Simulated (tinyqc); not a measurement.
Minority carriers and saturation current of a heavily doped emitter: two steps of the calculation.

n-type, parabolic bands, full ionisation. eta = (EF - Ec)/kB T solves N = Nc F12(eta), F12(x) = (2/sqrt(pi)) int_0^infinity sqrt(u)/(1 + exp(u - x)) du. The gap shrinks rigidly by dEg = a3 y^(1/3) + a4 y^(1/4) + a2 y^(1/2), y = N/1e18 cm^-3, an empirical law that is here taken as the true narrowing.

Parameters, values chosen for the exercise; band and dielectric values close to those of silicon:
- T = 300 K (temperature)
- Eg = 1.12 eV (band gap)
- Nc = 2.79e19 cm^-3 (conduction-band density of states at 300 K)
- Nv = 2.68e19 cm^-3 (valence-band density of states at 300 K)
- N = 5.6e19 cm^-3 (ionised donor density)
- a3 = 10.6 meV (coefficient of (N/1e18)^(1/3))
- a4 = 12.8 meV (coefficient of (N/1e18)^(1/4))
- a2 = 4.9 meV (coefficient of (N/1e18)^(1/2))

Constants: q = 1.602176634e-19 C, kB = 1.380649e-23 J/K, Vt = kB T/q. Results are converted to the units shown.

Task 1. Fermi level. Newton step on ln F12(eta) = ln(N/Nc): eta(new) = eta - ln(Nc F12/N) F12/Fm, Fm(x) = dF12/dx = (1/sqrt(pi)) int_0^infinity u^(-1/2)/(1 + exp(u - x)) du.

eta at the start (Boltzmann value) = 0.6967

Give: F12; Fm; eta after iteration 1.

Result 1.

F12 = 1.285
Fm = 0.8928
eta after iteration 1 = 1.339

Task 2. Effective intrinsic density. ni = sqrt(Nc Nv) exp(-Eg/(2 Vt)), Eg in volts; degeneracy factor g = F12(eta) exp(-eta); nie^2 = ni^2 exp(dEg/kB T) g, p0 = nie^2/N; apparent narrowing dEg + kB T ln g.

converged eta = 1.3875550

Find: ni; dEg; g; apparent narrowing; nie; p0.

Result 2.

ni = 1.070e10 cm^-3
dEg = 112.2 meV
g = 0.5012
apparent narrowing = 94.38 meV
nie = 6.638e10 cm^-3
p0 = 78.68 cm^-3

Narrowing multiplies p0 by 76.8 and degeneracy by 0.501.

Range of the model: Band tails, non-parabolic bands and incomplete ionisation are left out.

tinyqc, about 0.01 s, one thread, Intel Xeon 2.30GHz (shared host): `OMP_NUM_THREADS=1 python tinyqc.py 2330036 2330037 out.jsonl`
